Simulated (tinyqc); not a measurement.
## Biaxially strained (001) channel, valley splitting in an inversion layer: effect of the germanium share of the relaxed buffer

A thin layer grown on a relaxed buffer is stretched in the plane. The two valleys with their long axis along the growth direction (D2) sink against the four in-plane ones (D4); confinement in a triangular well splits them too. Only the lowest subband of each set is kept; one relaxation time, so the weakening of intervalley scattering is left out.

e_par = b1 x, e_perp = -2 (c12/c11) e_par, splitting D = Xu (e_par - e_perp), in-plane stress (c11 + c12 - 2 c12^2/c11) e_par. Levels E(m) = 2.33811 (hbar^2 q^2 F^2/(2 m))^(1/3): E2 = E(ml), E4 = E(mt) + D; N2 = 2 mt kB T/(pi hbar^2), N4 = 4 sqrt(mt ml) kB T/(pi hbar^2). EF solves Ns = N2 ln(1 + exp((EF - E2)/Vt)) + N4 ln(1 + exp((EF - E4)/Vt)); f2 is the share in D2, and 1/mc = f2/mt + (1 - f2)(1/mt + 1/ml)/2. Critical thickness (Matthews-Blakeslee, 60-degree dislocations): h = bv (1 - nu/4)[ln(h/bv) + 1]/(4 pi e_par (1 + nu)), nu = c12/(c11 + c12). The gain is mc(x = 0)/mc.

Values chosen for this exercise; values close to those of silicon on relaxed silicon-germanium: temperature T = 300 K; lattice mismatch per unit x b1 = 0.0418; elastic constant c11 = 162 GPa; elastic constant c12 = 65.2 GPa; shear deformation potential Xu = 9.25 eV; longitudinal mass ml = 0.889 m0; transverse mass mt = 0.195 m0; confining field F = 0.95 MV/cm; inversion density Ns = 1.6e12 cm^-2; Burgers vector bv = 0.384 nm.

Constants: q = 1.602176634e-19 C, kB = 1.380649e-23 J/K, hbar = 1.054571817e-34 J s, m0 = 9.1093837015e-31 kg, Vt = kB T/q, hbar^2/(2 m0) = 0.0380998212 eV nm^2. Results are converted to the units shown.

The same in every row: f2 without strain = 0.93730.

Effect of the germanium share of the relaxed buffer:
```
x,D (meV),f2,mc (m0),gain,critical thickness (nm)
0.03,20.936,0.97087,0.19724,1.0134,118.29
0.09,62.809,0.99406,0.19545,1.0227,31.719
0.15,104.68,0.99882,0.19509,1.0246,16.797
0.21,146.55,0.99977,0.19502,1.0250,10.916
0.27,188.43,0.99995,0.19500,1.0251,7.8447
0.33,230.30,0.99999,0.19500,1.0251,5.9864
0.39,272.17,1.0000,0.19500,1.0251,4.7537
0.45,314.05,1.0000,0.19500,1.0251,3.8827
```

What does the table show?

As x goes from 0.03 to 0.45, f2 rises from 0.971 to 1.00 (without strain: it stays at 0.937) and the gain rises from 1.01 to 1.03. The gain cannot pass 1.025, reached when D4 is empty, while the critical thickness falls from 118 to 3.88 nm.

Computed by the program tinyqc: `OMP_NUM_THREADS=1 python tinyqc.py 2530171 2530172 out.jsonl`, one thread of a shared Intel Xeon 2.30GHz, about 0.02 s for the whole run.
